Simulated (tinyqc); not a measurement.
# Changing the electron density n

Model: strain, valley repopulation and piezoresistance in a many-valley conduction band. Computed by tinyqc, a small Python program. Command: `OMP_NUM_THREADS=1 python tinyqc.py 3013755 3013756 out.jsonl valleys sweep`. One thread of a shared host (Intel(R) Xeon(R) Processor @ 2.30GHz), about 0.04 s of CPU time with the checks.

Valleys are ellipsoids with mass m_l along the axis a and m_t across it, parabolic, with one constant relaxation time; strain shifts the valleys and leaves the masses alone. Currents are taken along [110], along the load, and along [1-10], across the load.

Inputs (values chosen for the exercise, modelled on germanium):

| quantity | value | unit |
|---|---|---|
| longitudinal mass m_l | 1.6 | m_0 |
| transverse mass m_t | 0.0802 | m_0 |
| shear deformation potential Xi_u | 16 | eV |
| dilation deformation potential Xi_d | -4.3 | eV |
| C11 | 128 | GPa |
| C12 | 48.2 | GPa |
| C44 | 66.9 | GPa |
| stress X (tension positive) | 59 | MPa |
| relaxation time tau | 40 | fs |
| temperature T | 150 | K |

Valley axes: <111> (4 valleys). Load: uniaxial [110].

Constants: k_B = 8.617333262e-05 eV/K; m_0 = 9.1093837015e-31 kg; k_B = 1.380649e-23 J/K; hbar = 1.054571817e-34 J s; e = 1.602176634e-19 C.

Method:
- Compliances S11 = (C11 + C12)/((C11 - C12)(C11 + 2 C12)), S12 = -C12/((C11 - C12)(C11 + 2 C12)), S44 = 1/C44; stress sigma_ij = X n_i n_j for the unit vector n of the load; e_xx = S11 sigma_xx + S12 (sigma_yy + sigma_zz), e_xy = S44 sigma_xy/2 (tensor strain).
- Herring-Vogt shift of a valley with unit axis a: dE = Xi_d tr(e) + Xi_u a.e.a.
- Each of the 4 valleys holds n_v = N_v (2/sqrt(pi)) F_1/2((E_F - dE_v)/(k_B T)), N_v = 2 (m_d k_B T/(2 pi hbar^2))^(3/2), m_d = (m_l m_t^2)^(1/3); E_F solves sum n_v = n and is counted from the unstrained edge.
- F_j(eta) = int_0^infinity x^j/(1 + exp(x - eta)) dx, without a gamma-function factor. It is evaluated after integrating by parts.
- Integrals over x = E/(k_B T) use 160 Gauss-Legendre points in u = sqrt(x) from 0 to sqrt(max(eta, 0) + 32).
- Mobility tensor mu = e tau sum_v (n_v/n) [1/m_t + (1/m_l - 1/m_t) a a^T]; unstrained mu_0 = e tau (1/m_l + 2/m_t)/3; resistivity along d from the inverse tensor, rho_d = d.mu^-1.d/(n e), mobility along d = 1/(d.mu^-1.d); gauge pi_d = (rho_d/rho_0 - 1)/X.
- With eta_0 the reduced Fermi level without strain, r = F_-1/2(eta_0)/(2 F_1/2(eta_0)) (1 for a classical gas) and c = r (Xi_u/k_B T) (m_l - m_t)/(2 m_l + m_t): pi44 = -c S44/3, pi11 = pi12 = 0.

One run for each value:

| electron density n (1/cm^3) | degeneracy factor r | eta_0 | resistance change along the first direction (%) | resistance change along the second direction (%) |
|---|---|---|---|---|
| 1.00e+16 | 0.9990 | -5.89 | -7.690 | 9.087 |
| 3.60e+16 | 0.9965 | -4.60 | -7.672 | 9.063 |
| 1.30e+17 | 0.9874 | -3.31 | -7.610 | 8.976 |
| 4.80e+17 | 0.9551 | -1.97 | -7.386 | 8.666 |
| 1.70e+18 | 0.8585 | -0.58 | -6.705 | 7.743 |
| 6.30e+18 | 0.6287 | 1.16 | -5.020 | 5.580 |
| 2.30e+19 | 0.3394 | 3.94 | -2.780 | 2.944 |
| 8.30e+19 | 0.1518 | 9.71 | -1.263 | 1.296 |
| 3.00e+20 | 0.0649 | 23.03 | -0.544 | 0.550 |

Over the rows, degeneracy factor r falls from 0.999 to 0.0649 (exponent d ln y / d ln x -0.0020 between the first rows and -0.66 between the last); eta_0 rises from -5.89 to 23.0; resistance change along the first direction (%) rises from -7.69 to -0.544 (exponent d ln y / d ln x -0.0018 between the first rows and -0.66 between the last). r has dropped to one half between 6.30e18 and 2.30e19 per cm^3, so heavily doped gauges are less sensitive but also less dependent on temperature.

Extremes, crossings and ranges named in words are read from the listed rows.
